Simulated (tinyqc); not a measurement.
Comparisons within one model: carrier statistics of a doped semiconductor with parabolic bands. A value that a table varies takes the place of the one given here.

Eg(T) = Eg0 - al T^2/(T + be); m_de = Mv^(2/3) (ml mt^2)^(1/3); m_dh = (mhh^(3/2) + mlh^(3/2))^(2/3); Nc and Nv from N = 2 (m kB T/(4 pi c))^(3/2) with c = hbar^2/2m0, in 1/angstrom^3; times 1e24 for 1/cm^3.

Energies are counted from Ev, so Ec = Eg. n = Nc F_1/2((EF - Eg)/kT), p = Nv F_1/2(-EF/kT), ND+ = ND/(1 + 2 exp((EF - Eg + ED)/kT)), NA- = NA/(1 + 4 exp((EA - EF)/kT)); neutrality asks p + ND+ = n + NA-. F_j(eta) = (1/Gamma(j + 1)) integral_0^infinity x^j dx/(1 + exp(x - eta)), which tends to exp(eta) for eta << 0.

Constants: hbar^2/2m0 = 3.80998211 eV angstrom^2; kB = 8.617333262e-05 eV/K.

Parameters, chosen for this exercise (near those of GaN; the results hold for these values, not for the real material):

| symbol | value | unit | meaning |
|---|---|---|---|
| Eg0 | 3.457 | eV | gap at 0 K |
| al | 0.000957 | eV/K | Varshni alpha |
| be | 786 | K | Varshni beta |
| ml | 0.202 | m0 | longitudinal electron mass |
| mt | 0.202 | m0 | transverse electron mass |
| Mv | 1 |  | equivalent valleys |
| mhh | 1.41 | m0 | heavy-hole mass |
| mlh | 0.317 | m0 | light-hole mass |
| ND | 3.3e+17 | 1/cm^3 | donors |
| NA | 2e+19 | 1/cm^3 | acceptors |
| ED | 0.021 | eV | donor level below Ec |
| EA | 0.178 | eV | acceptor level above Ev |
| T | 200 | K |  |

## Temperature

Neutrality solved at each temperature; ni = sqrt(Nc Nv) exp(-Eg/2kT).

Carriers (1/cm^3):

| T (K) | EF (eV) | n | p | majority / \|ND - NA\| | ni | Eg (eV) |
|---|---|---|---|---|---|---|
| 30 | 0.1710 | <1e-99 | 2.74e-11 | 1.39e-30 | <1e-99 | 3.4559 |
| 50 | 0.1664 | <1e-99 | 53.9 | 2.74e-18 | <1e-99 | 3.4541 |
| 77 | 0.1601 | <1e-99 | 2.02e+08 | 1.02e-11 | 1.62e-95 | 3.4504 |
| 120 | 0.1501 | <1e-99 | 5.86e+12 | 2.98e-07 | 1.38e-54 | 3.4418 |
| 200 | 0.1321 | 1.94e-65 | 1.19e+16 | 0.000605 | 4.80e-25 | 3.4182 |
| 300 | 0.1270 | 5.60e-37 | 3.41e+17 | 0.0174 | 4.38e-10 | 3.3777 |
| 450 | 0.1493 | 2.15e-17 | 1.80e+18 | 0.0916 | 6.26 | 3.3002 |
| 600 | 0.1815 | 2.42e-07 | 3.89e+18 | 0.198 | 9.76e+05 | 3.2084 |
| 800 | 0.2330 | 13.2 | 6.81e+18 | 0.346 | 9.52e+09 | 3.0708 |
| 1000 | 0.2925 | 7.84e+05 | 9.38e+18 | 0.477 | 2.73e+12 | 2.9212 |

Ionisation is incomplete: the majority density is below 90 % of the net doping at 30, 50, 77, 120, 200, 300, 450, 600, 800 and 1000 K, down to a share of 1.4e-30. No listed temperature gives a majority density within 10 % of the net doping. The majority density never exceeds the net doping by 10 %; ni is 2.73e+12 1/cm^3 at 1000 K against a net doping of 1.97e+19. EF goes from 0.171 eV to 0.293 eV, where midgap is 1.461 eV and the intrinsic level (Boltzmann) 1.591 eV.

## Doping level

Only acceptors are present (ND = 0); eta is the distance of EF beyond the valence edge in units of kT.

Neutral state:

| NA (1/cm^3) | EF (eV) | majority (1/cm^3) | ionised share | eta |
|---|---|---|---|---|
| 1.0e+14 | 0.2197 | 7.37e+13 | 0.737 | -12.75 |
| 1.0e+15 | 0.1922 | 3.63e+14 | 0.363 | -11.15 |
| 1.0e+16 | 0.1697 | 1.34e+15 | 0.134 | -9.85 |
| 1.0e+17 | 0.1490 | 4.45e+15 | 0.044 | -8.65 |
| 1.0e+18 | 0.1289 | 1.43e+16 | 0.014 | -7.48 |
| 3.0e+18 | 0.1194 | 2.48e+16 | 0.008 | -6.93 |
| 1.0e+19 | 0.1090 | 4.54e+16 | 0.005 | -6.32 |
| 3.0e+19 | 0.0995 | 7.86e+16 | 0.003 | -5.77 |

The impurity level lies at 0.1780 eV. The ionised share falls from 0.737 to 0.003 as EF passes through it between 1e+15 and 1e+16 1/cm^3 (share 1/5 there); it is below one half from 1e+15 1/cm^3 on. Over the last two rows the doping grows threefold and the majority density by a factor 1.73. EF stays more than 3 kT from the majority band edge. Above roughly 3e+20 1/cm^3 (N^(1/3) a = 0.26, with the radius a = sqrt(c/(m E)) from the ionisation energy E and the mass mhh) the levels merge with the band and real ionisation is complete; sharp levels then overstate freeze-out.

## What each input does

Neutrality solved anew for each case. Each row changes one parameter from the base and keeps the others.

Results:

| case | EF (eV) | n (1/cm^3) | p (1/cm^3) |
|---|---|---|---|
| base | 0.1321 | 1.94e-65 | 1.19e+16 |
| T = 240 K | 0.1264 | 2.51e-51 | 7.38e+16 |
| ND = 6.6e+17 1/cm^3 | 0.1438 | 3.84e-65 | 6.01e+15 |
| NA = 2.6e+19 1/cm^3 | 0.1276 | 1.50e-65 | 1.54e+16 |
| Eg0 = 3.507 eV | 0.1321 | 1.06e-66 | 1.19e+16 |
| mt = 0.2424 m0 | 0.1321 | 2.32e-65 | 1.19e+16 |
| mhh = 1.692 m0 | 0.1322 | 1.96e-65 | 1.51e+16 |
| EA = 0.267 eV | 0.2204 | 3.27e-63 | 7.05e+13 |

The largest shifts from the base row, up to three for each result and ties (the steps differ in size, so this ranks the rows, not the parameters). EF (eV): EA +0.0884, ND +0.0118, T -0.0057; unchanged at the printed digits by Eg0 and mt. n (1/cm^3): T +2.51e-51, EA +3.25e-63, ND +1.90e-65. p (1/cm^3): T +6.19e+16, EA -1.18e+16, ND -5.89e+15; unchanged at the printed digits by Eg0 and mt.

tinyqc: `OMP_NUM_THREADS=1 python tinyqc.py 1651654 1651655 out.jsonl`; about 0.01 s, one thread, shared Intel(R) Xeon(R) Processor @ 2.30GHz.
